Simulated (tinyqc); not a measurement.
Inside a calculation. Method: Hubbard ring of 5 sites. One step of it, computed by the program tinyqc.

Task: Mean-field iteration 1. H(up) = T + U n(down), H(down) = T + U n(up); fill the lowest levels; n(new) = n + mixing (n(out) - n); E = tr T (rho up + rho down) + U sum n_up n_down of the output.

one-body matrix (hopping and site energies) (eV):
```
           1          2          3          4          5
1   0.000000  -1.920000   0.000000   0.000000  -1.920000
2  -1.920000   0.000000  -1.920000   0.000000   0.000000
3   0.000000  -1.920000   0.000000  -1.920000   0.000000
4   0.000000   0.000000  -1.920000   0.000000  -1.920000
5  -1.920000   0.000000   0.000000  -1.920000   0.000000
```

U = 10.900000 eV

electrons, up and down: 3  3

mixing = 0.200000

n(up) at the start (a guess, not normalised): 1 0.650000, 2 0.550000, 3 0.650000, 4 0.550000, 5 0.650000

n(down) at the start (a guess): 1 0.550000, 2 0.650000, 3 0.550000, 4 0.650000, 5 0.550000

Give: levels, up; levels, down; energy; n(up) after iteration 1; n(down) after iteration 1.

Result:

levels, up (eV): 2.5430  4.8937  5.5357  9.4643  9.7184

levels, down (eV): 2.7588  5.0604  5.8182  9.6680  9.9396

energy = 7.0784 eV

n(up) after iteration 1: 1 0.6524, 2 0.5399, 3 0.6554, 4 0.5399, 5 0.6524

n(down) after iteration 1: 1 0.5512, 2 0.6571, 3 0.5434, 4 0.6571, 5 0.5512
